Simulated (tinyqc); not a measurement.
From one set of inputs to another, one input at a time: charge control and current of a heterostructure field-effect transistor. Computed by tinyqc, a small Python program. Command: `OMP_NUM_THREADS=1 python tinyqc.py 3020948 3020949 out.jsonl hemt ladder`. One thread of a shared host (Intel(R) Xeon(R) Processor @ 2.30GHz), about 0.02 s of CPU time with the checks.

Two subbands in a triangular well; E_F is counted from the conduction band edge of the channel at the interface.

The inputs printed are set A. Inputs not listed in the table keep their values of set A, so the rows need not describe a real material.

Inputs (values chosen for the exercise, modelled on AlGaAs/GaAs):
```
quantity                                  value        unit
channel mass m                            0.066         m_0
permittivity eps (barrier and channel)     12.6           -
barrier thickness d                          29          nm
Schottky barrier phi_B                      1.1          eV
conduction band offset dE_c                0.16          eV
delta-doping density N_d                6.1e+12      1/cm^2
gate voltage V_G                              0           V
mobility mu                                5500  cm^2/(V s)
saturation velocity v_s                     1.2    1e7 cm/s
gate length L                               390          nm
source resistance R_S                         0      ohm mm
temperature T                                77           K
mixing                                      0.3           -
iteration cap                               200           -
spacer between delta layer and channel      2.2          nm
```

Charge source: delta doping. Velocity law: two-piece.

Constants: e = 1.602176634e-19 C; eps_0 = 8.8541878128e-12 F/m; k_B = 8.617333262e-05 eV/K; hbar = 1.054571817e-34 J s; m_0 = 9.1093837015e-31 kg; k_B = 1.380649e-23 J/K.

Method:
- Threshold V_T = phi_B - dE_c - e N_d (d - spacer)/(eps eps_0) (in volts); C_b = eps eps_0/d.
- Charge control: n_s = C_b (V_G - V_T - E_F/e)/e. Well: mean field F = e n_s/(2 eps eps_0), E_i = (hbar^2/2m)^(1/3) [(3 pi e F/2)(i + 3/4)]^(2/3), i = 0, 1; n_s = D k_B T sum_i ln(1 + exp((E_F - E_i)/k_B T)), D = m/(pi hbar^2), which is solved in closed form for E_F.
- Iteration from n_s = C_b (V_G - V_T)/(2e): E_F from n_s, n_out from the charge control, n_new = n_s + mixing (n_out - n_s), kept above n_s/10; stop when |n_out/n_s - 1| < 1e-9.
- C_g = e dn_s/dV_G = 1/(1/C_b + 1/C_q), 1/C_q = d(E_F/e)/d(e n_s) by a central difference of +/- 0.1 % in n_s; added distance dd = eps eps_0/C_q.
- With V = e n_s/C_g and V_c = v_s L/mu: for v = mu F up to v_s, I/W = C_g v_s V_c (sqrt(1 + (V/V_c)^2) - 1) and V_Dsat = V + V_c - sqrt(V^2 + V_c^2); g_m = dI/dV; extrinsic g_m/(1 + g_m R_S); f_T = g_m/(2 pi C_g L).

Each row keeps all changes above it:
```
input moved                                from     to  extrinsic g_m (mS/mm)  intrinsic f_T (GHz)  gate capacitance C_g (microfarad/cm^2)
set A                                         -      -                  395.7                48.87                                  0.3304
permittivity eps (barrier and channel)     12.6   12.3                  387.2                48.88                                  0.3233
saturation velocity v_s (1e7 cm/s)          1.2    1.3                  419.4                52.94                                  0.3233
barrier thickness d (nm)                     29     19                  573.1                52.28                                  0.4473
conduction band offset dE_c (eV)           0.16   0.21                  576.5                52.40                                  0.4490
mobility mu (cm^2/(V s))                   5500   5400                  576.3                52.38                                  0.4490
Schottky barrier phi_B (eV)                 1.1    0.9                  586.5                52.67                                  0.4545
delta-doping density N_d (1/cm^2)       6.1e+12  5e+12                  571.1                52.19                                  0.4465
```

Which inputs carry the difference?

Extrinsic g_m goes from 396 to 571, a factor 1.44 in all. The largest single move comes from barrier thickness d (a factor 1.37). Intrinsic f_T goes from 48.9 to 52.2, a factor 1.07 in all. The largest single move comes from saturation velocity v_s (a factor 1.08), and barrier thickness d works against it (a factor 0.9876). Gate capacitance C_g goes from 0.330 to 0.447, a factor 1.35 in all. The largest single move comes from barrier thickness d (a factor 1.38). The single moves hold for this order of the switches; the total does not depend on the order.

Caution (rows set A, permittivity eps (barrier and channel), saturation velocity v_s, barrier thickness d, conduction band offset dE_c, mobility mu, Schottky barrier phi_B): E_F lies above the conduction band minimum of the barrier, so electrons would spill into the barrier.

Extremes, crossings and ranges named in words are read from the listed rows.
